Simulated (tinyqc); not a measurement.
What moves the magnetoresistance: exchange-split free-electron bands and tunnelling magnetoresistance.

Majority and minority bands E = c k^2/m -/+ Dx/2, c = hbar^2/2m0, so k_up = sqrt(m (EF + Dx/2)/c), k_dn = sqrt(m (EF - Dx/2)/c); n_s = k_s^3/(6 pi^2), D_s = m k_s/(4 pi^2 c).

Barrier: kappa = sqrt(mb phi/c), c = hbar^2/2m0. With a = k1/m, b = k2/m, w = kappa/mb, the transmission at normal incidence is T(k1, k2) = 4 a b w^2/[w^2 (a + b)^2 + (w^2 + a^2)(w^2 + b^2) sinh^2(kappa d)]. Parallel: G_P = T(up, up) + T(dn, dn); antiparallel: G_AP = 2 T(up, dn); TMR = (G_P - G_AP)/G_AP. Julliere: TMR = 2 P^2/(1 - P^2). Slonczewski factor: P_eff = P_k (w^2 - a_up a_dn)/(w^2 + a_up a_dn), P_k = (k_up - k_dn)/(k_up + k_dn).

Constants: hbar^2/2m0 = 3.80998211 eV angstrom^2.

Parameters, chosen for this exercise: EF = 2.45 eV (Fermi energy above the mean band bottom); Dx = 4.08 eV (exchange splitting); m = 0.88 m0 (mass in the electrodes); phi = 1.74 eV (barrier height above EF); mb = 0.37 m0 (mass in the barrier); d = 16.5 angstrom (barrier thickness).

All results formed anew. Each row changes one parameter from the base and keeps the others.

Results:
```
case                  P_k   P_eff  TMR (%)       G_P
base               0.5359  0.2713    15.88  6.81e-06
Dx = 4.284 eV      0.5886  0.3258    23.75  6.45e-06
EF = 2.695 eV      0.4578  0.1845     7.05  7.54e-06
phi = 2.262 eV     0.5359  0.3200    22.82  9.63e-07
mb = 0.296 m0      0.5359  0.3132    21.75  2.73e-05
d = 18.5 angstrom  0.5359  0.2713    15.88  1.32e-06
m = 1.056 m0       0.5359  0.3059    20.65  6.57e-06
```

The largest shifts from the base row, up to three for each result and ties (the steps differ in size, so this ranks the rows, not the parameters). P_k: EF -0.0781, Dx +0.0527; unchanged at the printed digits by phi, mb, d and m. P_eff: EF -0.0868, Dx +0.0546, phi +0.0488; unchanged at the printed digits by d. TMR (%): EF -8.84, Dx +7.87, phi +6.94; unchanged at the printed digits by d. G_P: mb +2.04e-05, phi -5.85e-06, d -5.50e-06.

(tinyqc, `OMP_NUM_THREADS=1 python tinyqc.py 1651256 1651257 out.jsonl`, Intel(R) Xeon(R) Processor @ 2.30GHz, 1 thread, shared host, about 0.01 s.)
